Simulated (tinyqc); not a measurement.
Thickness, silicon consumed, volume change, sheet resistance: thermodynamics of metal silicides: hull, first phase, silicon consumed, nucleation and stability against SiO2. Computed by tinyqc, a small Python program. Command: `OMP_NUM_THREADS=1 python tinyqc.py 3012124 3012125 out.jsonl silphase walk`. One thread of a shared host (Intel(R) Xeon(R) Processor @ 2.30GHz), about 0.01 s of CPU time with the checks.

Entropies of formation of the solids are neglected, so heats stand for free energies. Si fractions: M2Si 0.3333, MSi 0.5000, MSi2 0.6667.

Inputs (values chosen for the exercise, of the order of those of cobalt silicides for heats and volumes only): molar volume of M = 6.67 cm^3/mol; molar volume of Si = 12.06 cm^3/mol; metal thickness t = 15 nm.

Phases: M2Si, MSi, MSi2.

volumes of the three phases per mole of M (cm^3/mol): 9.95  12.9  23.3

resistivities of the three phases (microohm cm): 53  11  41

Method. Per phase M_a Si_b, for ample silicon (not limited to t_Si): silicide thickness = t V/V_M; silicon consumed = t (b/a) V_Si/V_M; net volume change = V/(V_M + (b/a) V_Si) - 1; the top surface lies (silicide thickness - silicon consumed) above the old interface; sheet resistance = resistivity/thickness.

Films:

| phase | thickness (nm) | Si consumed (nm) | volume change (%) | top above old interface (nm) | sheet resistance (ohm) |
|---|---|---|---|---|---|
| M2Si | 22.376 | 13.561 | -21.654 | 8.8156 | 23.686 |
| MSi | 29.010 | 27.121 | -31.127 | 1.8891 | 3.792 |
| MSi2 | 52.399 | 54.243 | -24.326 | -1.8441 | 7.825 |

silicon consumed by MSi = 27.121 nm

sheet resistance of MSi = 3.7917 ohm

For a given sheet resistance the silicon consumed goes as resistivity x (b/a)/V: M2Si 2.66, MSi 0.853, MSi2 3.52. It is least for MSi, which matters on shallow junctions and thin silicon. All three reactions shrink the total volume.

Extremes, crossings and ranges named in words are read from the listed rows.
